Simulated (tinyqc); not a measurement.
# On-chip interconnect, size-dependent resistivity and RC delay: course in time

A rectangular line between two neighbours and two ground planes. Surface and grain-boundary scattering are added to the bulk resistivity as corrections; capacitances are parallel-plate values without fringing; inductance is ignored.

6 equal pi sections: series Rs = r Lw/6; node capacitances c Lw/6, halved at nodes 0 and 6, with Cl added to node 6; Rd feeds node 0. Elmore delay of node k: the sum, over the resistors on the path to k, of resistance times all capacitance downstream of it.

A 1 V step is applied behind Rd at t = 0. C dv/dt = -G v + b, with G the conductance matrix of the ladder (1/Rs between neighbours, 1/Rd added at node 0) and b = (1 V/Rd, 0, ...). Trapezoidal step: (C/dt + G/2) v(new) = (C/dt - G/2) v + b. The last column solves the same ladder exactly by its modes.

Inputs (values chosen for the exercise): driver resistance Rd = 490 ohm; time step dt = 86 ps.

Rs = 7153.08 ohm

| node | C (fF) |
|---|---|
| 0 | 1.29798 |
| 1 | 2.59596 |
| 2 | 2.59596 |
| 3 | 2.59596 |
| 4 | 2.59596 |
| 5 | 2.59596 |
| 6 | 1.36598 |

Voltages (V):

| t (ps) | node 0 | node 3 | node 6 | node 6, exact |
|---|---|---|---|---|
| 86.000 | 1.9096 | 0.28049 | 0.07794 | 0.09614 |
| 172.00 | 0.0953 | 0.55930 | 0.29674 | 0.31544 |
| 258.00 | 1.8560 | 0.61909 | 0.50757 | 0.49453 |
| 344.00 | 0.1546 | 0.74871 | 0.62842 | 0.62768 |
| 430.00 | 1.8100 | 0.80388 | 0.72904 | 0.72582 |
| 516.00 | 0.2049 | 0.85836 | 0.80206 | 0.79810 |
| 602.00 | 1.7669 | 0.89804 | 0.85268 | 0.85132 |
| 688.00 | 0.2501 | 0.92101 | 0.89355 | 0.89052 |
| 774.00 | 1.7260 | 0.94670 | 0.92047 | 0.91938 |
| 860.00 | 0.2916 | 0.95618 | 0.94246 | 0.94063 |
| 946.00 | 1.6872 | 0.97208 | 0.95721 | 0.95628 |
| 1032.0 | 0.3304 | 0.97574 | 0.96883 | 0.96781 |

The far end of the ladder reaches 0.5 V at 261.1 ps, 0.757 of its Elmore delay (ln 2 = 0.693 for a single pole); the slowest mode has a time constant of 281.0 ps. The largest error of the trapezoidal steps at that node is 19 mV. Node 0 swings up and down from step to step: the trapezoidal rule does not damp modes much faster than dt, so these swings are numerical.

Range of the model: The metal width is under the mean free path, where the thick-limit surface term and the simple sum of corrections lose accuracy.

Program tinyqc, `OMP_NUM_THREADS=1 python tinyqc.py 2100008 2100009 out.jsonl`; Intel Xeon 2.30GHz, shared host, one thread, about 0.01 s.
